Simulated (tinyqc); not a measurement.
Mass anisotropy: shallow donor in an anisotropic valley (effective-mass theory).

One valley: H = -c [(d2/dx2 + d2/dy2)/mt + (d2/dz2)/ml] - q/(eps r), c = hbar^2/2m0, q = e^2/(4 pi eps0). Trial function exp(-sqrt((x^2 + y^2)/a^2 + z^2/b^2)) with a > b: T = (c/3)(2/(mt a^2) + 1/(ml b^2)), V = -(q/eps) atan(u/b)/u, u = sqrt(a^2 - b^2). The central cell of the impurity is left out.

Constants: hbar^2/2m0 = 3.80998211 eV angstrom^2; e^2/(4 pi eps0) = 14.39964547 eV angstrom; Ry = 13.60569312 eV; a0 (Bohr radius) = 0.5291772105 angstrom.

Inputs chosen for the exercise (out of a larger set: near those of AlAs; not measured data):

| symbol | value | unit | meaning |
|---|---|---|---|
| mt | 0.188 | m0 | transverse mass |
| eps | 9.9 |  | dielectric constant |
| xs | (1.2, 1.8, 2.8, 5.4, 8.5, 27, 41, 200) |  | ratios ml/mt |

mt and eps fixed, ml varied. Energies in units of Ry*(mt) = Ry mt/eps^2 and lengths in a*(mt) = a0 eps/mt; the last two columns use one mass, 3/(1/ml + 2/mt) or (ml mt^2)^(1/3).

Results:

| ml/mt | a/a* | b/a | binding | conductivity mass | density-of-states mass |
|---|---|---|---|---|---|
| 1.20 | 0.962 | 0.937 | 1.062 | 1.059 | 1.063 |
| 1.80 | 0.888 | 0.811 | 1.203 | 1.174 | 1.216 |
| 2.80 | 0.818 | 0.694 | 1.364 | 1.273 | 1.409 |
| 5.40 | 0.735 | 0.552 | 1.609 | 1.373 | 1.754 |
| 8.50 | 0.689 | 0.471 | 1.778 | 1.417 | 2.041 |
| 27.0 | 0.600 | 0.317 | 2.194 | 1.473 | 3.000 |
| 41.0 | 0.576 | 0.274 | 2.333 | 1.482 | 3.448 |
| 200 | 0.512 | 0.160 | 2.789 | 1.496 | 5.848 |

The binding grows from 1.06 to 2.79 Ry*(mt); for ml going to infinity the exact problem becomes two-dimensional, with 4 Ry*. The conductivity mass saturates at 1.5 and underbinds, by 15 % at ml/mt = 5.4; the density-of-states mass errs by +9 % there and by +110 % in the last row. With these mt and eps one unit is 26.10 meV.

Computed by tinyqc, a small Python program: `OMP_NUM_THREADS=1 python tinyqc.py 1281364 1281365 out.jsonl` (the numbers bound the seed that draws the inputs); one thread of a shared host (Intel(R) Xeon(R) Processor @ 2.30GHz), about 0.01 s for the whole set of steps.
